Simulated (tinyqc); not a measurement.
# Trench capacitor in an array: capacitance, non-linearity, leakage and relaxation: effects of single changes

A film between two metal electrodes, each interface adding a series capacitance ci. The small-signal permittivity is ek (1 + aq E^2); the field is found with the linear permittivity. Leakage J = J0 sinh(E/Ef). After a voltage step the film passes a relaxation current kr C V tt^(-nr), tt being the time in seconds. The sidewall is a coaxial capacitor with radii a = dm/2 - t and b = dm/2, depth AR dm; the end face is left out.

Parameters, values chosen for the exercise; permittivity of the order of that of tantalum oxide:
```
symbol,value,unit,meaning
ek,23.2,,relative permittivity of the film
t,4.6,nm,film thickness
ci,190,uF/cm^2,capacitance of each electrode interface (dead layer and screening)
aq,0.007,cm^2/MV^2,quadratic field coefficient of the permittivity
V,2.3,V,bias
J0,9.3e-10,A/cm^2,leakage prefactor
Ef,0.31,MV/cm,field for an e-fold rise of the leakage
dm,46,nm,diameter of the hole
pt,72,nm,pitch of the square array
rho,660,uohm cm,resistivity of the inner electrode
```

Constants: eps0 = 8.8541878128e-14 F/cm where lengths are in cm. Results are converted to the units shown.

Each table varies one quantity; the others keep the values above.

## Capacitance, non-linearity and leakage against thickness

Planar film: Cf = eps0 ek/t, 1/C = 1/Cf + 2/ci, EOT = 3.9 eps0/C, effective permittivity C t/eps0, E = (V/t) C/Cf; quadratic coefficient [C(V)/C - 1]/V^2 with Cf (1 + aq E^2) in C(V).

Results:
```
t (nm)	C (uF/cm^2)	EOT (nm)	effective permittivity	E (MV/cm)	quadratic coefficient (ppm/V^2)	J (A/cm^2)
4.6	4.2651	0.80962	22.158	4.7755	28618	0.0022789
6.4	3.1047	1.1122	22.442	3.4763	15426	3.4481e-5
12	1.6815	2.0536	22.789	1.8827	4605.5	2.0187e-7
17	1.1932	2.8941	22.909	1.3359	2331.7	3.4592e-8
23	0.88480	3.9027	22.984	0.99069	1286.5	1.1340e-8
32	0.63762	5.4157	23.044	0.71393	669.91	4.6054e-9
44	0.46457	7.4329	23.087	0.52017	356.29	2.4031e-9
60	0.34113	10.123	23.117	0.38196	192.36	1.4586e-9
```

Estimate the missing row, t = 8.8 nm.

Computed row:
```
t (nm)	C (uF/cm^2)	EOT (nm)	effective permittivity	E (MV/cm)	quadratic coefficient (ppm/V^2)	J (A/cm^2)
8.8	2.2783	1.5157	22.644	2.5510	8395.2	1.7427e-6
```

With this row back in the table: C falls from 4.27 to 0.341 uF/cm^2 while the effective permittivity goes from 22.2 to 23.1 (ek = 23.2). EOT is a straight line in t with slope 3.9/ek = 0.168 and intercept 0.0363 nm. The quadratic coefficient goes as t^(-1.87) between the first two rows and t^(-1.99) between the last two (-2 without interfaces), and J falls by 6.19 decades.

## Cell against the aspect ratio

Per length 1/c = ln(b/a)/(2 pi eps0 ek) + (1/a + 1/b)/(2 pi ci); cell capacitance c AR dm; per footprint over pt^2; fields c V/(2 pi eps0 ek r) at r = a and b; resistance of the inner electrode rho AR dm/(pi a^2); time constant R C/3 of the distributed line.

The same in every row: field at a (MV/cm) = 5.348; field at b (MV/cm) = 4.279.

Results:
```
AR	cell capacitance (fF)	per footprint (uF/cm^2)	R (kohm)	R C/3 (ps)
5	1.270	24.50	1.427	0.6042
20	5.081	98.00	5.709	9.668
30	7.621	147.0	8.563	21.75
50	12.70	245.0	14.27	60.42
70	17.78	343.0	19.98	118.4
100	25.40	490.0	28.54	241.7
```

Estimate the missing row, AR = 10.

Computed row:
```
AR	cell capacitance (fF)	per footprint (uF/cm^2)	R (kohm)	R C/3 (ps)
10	2.540	49.00	2.854	2.417
```

With this row back in the table: As AR goes from 5 to 100, the cell capacitance rises from 1.27 to 25.4 fF, the capacitance per footprint rises from 24.5 to 490 uF/cm^2, the ratio of the two fields stays at 1.25 and R C/3 rises from 0.604 to 242 ps; the time constant goes as AR^(2.00) between the first two rows and AR^(2.00) between the last two.

Program tinyqc, `OMP_NUM_THREADS=1 python tinyqc.py 2102006 2102007 out.jsonl`; Intel Xeon 2.30GHz, shared host, one thread, about 0.01 s.
